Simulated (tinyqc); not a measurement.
# Mean barrier and spread from two temperatures

Problem. For a Gaussian spread of Schottky barriers the apparent height is phi_ap = phi - sg^2/(2 Vt), Vt = kB T/q. Find sg and phi.

Constants: q = 1.602176634e-19 C, kB = 1.380649e-23 J/K. Results are converted to the units shown.

phi_ap(0) at 150 and 350 K (eV): [0.46298778, 0.52985190]

Solution. phi_ap is linear in 1/(2 Vt) with slope -sg^2 and intercept phi.

sg = 0.0550 eV
phi = 0.580 eV

Numbers from tinyqc (`OMP_NUM_THREADS=1 python tinyqc.py 2640137 2640138 out.jsonl`; about 0.01 s on one thread of a shared Intel Xeon 2.30GHz).
